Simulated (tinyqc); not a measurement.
Cluster expansion of a binary alloy: correlations, fit, cross-validation and ground states: one step, computed by the program tinyqc. Command: `OMP_NUM_THREADS=1 python tinyqc.py 3021495 3021496 out.jsonl clex walk`. One thread of a shared host (Intel(R) Xeon(R) Processor @ 2.30GHz), about 0.07 s of CPU time with the checks.

s = +1 for A and -1 for B. Energy per site E = J0 + J1 P(point) + sum over clusters of m V P, with P the mean product of spins; V > 0 on a pair favours unlike neighbours. Clusters per site m: pair 1 4, pair 2 3, pair 3 6, triplet 12; the triplet is two first-neighbour bonds closed by a second-neighbour bond. Formation energies are counted from the line between pure A and pure B, which removes J0 and J1.

Problem. Normal equations for V1, V2, Vt. Leave out pair 3: A = X^T X and b = X^T E (E being the data with noise) over these three columns; solve A V = b. The root-mean-square error runs over the structures between the pure ends.

Lattice: bcc.

X:
```
                    pair 1    pair 2    pair 3    triplet
A                  0.00000   0.00000   0.00000    0.00000
A3B D0_3          -4.00000  -3.00000   0.00000  -12.00000
A3B (001) layers  -4.00000  -1.00000  -4.00000   -4.00000
A2B C11_b         -5.33333  -1.33333  -5.33333   -5.33333
AB B2             -8.00000   0.00000   0.00000    0.00000
AB B32            -4.00000  -6.00000   0.00000    0.00000
A2B2 B11          -4.00000  -2.00000  -8.00000    0.00000
AB (110) layers   -4.00000  -4.00000  -8.00000    0.00000
AB2 C11_b         -5.33333  -1.33333  -5.33333    5.33333
AB3 D0_3          -4.00000  -3.00000   0.00000   12.00000
AB3 (001) layers  -4.00000  -1.00000  -4.00000    4.00000
B                  0.00000   0.00000   0.00000    0.00000
```

data (meV/site): A 0.0000, A3B D0_3 -87.9907, A3B (001) layers -88.0634, A2B C11_b -104.6757, AB B2 -209.4670, AB B32 -108.3394, A2B2 B11 -81.3673, AB (110) layers -77.8481, AB2 C11_b -112.6184, AB3 D0_3 -116.5152, AB3 (001) layers -93.9684, B 0.0000

Give: matrix A; b; fitted V1, V2, Vt; root-mean-square error of the three-cluster fit.

Solution.

matrix A:
```
       V1    V2     Vt
V1  232.9  94.2    0.0
V2   94.2  79.6    0.0
Vt    0.0   0.0  376.9
```

b (meV): 5451  2209  -408

fitted V1, V2, Vt (meV): 23.37  0.10  -1.08

root-mean-square error of the three-cluster fit = 13.45 meV/site
